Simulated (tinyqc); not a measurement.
Bandgap voltage reference from two bipolar transistors: two steps of the calculation.

Two transistors of area 1 and N carry the same current I. Is(T) = Is (T/T0)^eta exp[(Vg0 q/kB)(1/T0 - 1/T)], VBE1 = Vt ln(I/Is(T)) + I rb, VBE2 = Vt ln(I/(N Is(T))) + I rb/N. The amplifier forces I R1(T) = VBE1 - VBE2 + Vos, with R(T) = R (1 + tc (T - T0)) for both resistors, and the output is Vref = VBE1 + I R2(T). Base currents and the Early effect are neglected.

Inputs (values chosen for the exercise); values of the order met in silicon bipolar transistors:

| symbol | value | unit | meaning |
|---|---|---|---|
| T0 | 298 | K | reference temperature |
| Vg0 | 1.171 | V | band-gap voltage extrapolated to 0 K |
| eta | 4.2 |  | temperature exponent of the saturation current |
| Is | 5.1e-18 | A | saturation current of the unit transistor at T0 |
| N | 10 |  | area ratio of the second transistor |
| R1 | 21 | kohm | resistor across which the difference of VBE falls, at T0 |
| tc | 0 | ppm/K | temperature coefficient of both resistors |
| Vos | -1.6 | mV | offset of the amplifier |
| rb | 18 | ohm | series resistance of the unit transistor |
| R2 | 188.4 | kohm | output resistor at T0 |
| T | 253 | K | temperature |

Constants: q = 1.602176634e-19 C, kB = 1.380649e-23 J/K. Results are converted to the units shown.

Problem 1. Operating point at the reference temperature. Vt = kB T/q; I = (Vt ln N + Vos)/(R1(T) - rb (1 - 1/N)). Evaluate at T = T0.

Wanted: Vt; I; Is(T); VBE1; I R2; Vref.

Solution 1.

Vt = 0.025680 V
I = 2.7416 uA
Is(T) = 5.1000e-18 A
VBE1 = 0.69367 V
I R2 = 0.51652 V
Vref = 1.2102 V

Problem 2. Operating point at another temperature. 

Wanted: Vt; I; Is(T); VBE1; I R2; Vref.

Solution 2.

Vt = 0.02180 V
I = 2.316 uA
Is(T) = 7.701e-22 A
VBE1 = 0.7771 V
I R2 = 0.4364 V
Vref = 1.213 V

From T0 to T, VBE1 changes by 83.4 mV and I R2 by -80.2 mV, which leaves 3.23 mV in Vref.

tinyqc, about 0.02 s, one thread, Intel Xeon 2.30GHz (shared host): `OMP_NUM_THREADS=1 python tinyqc.py 2062166 2062167 out.jsonl`
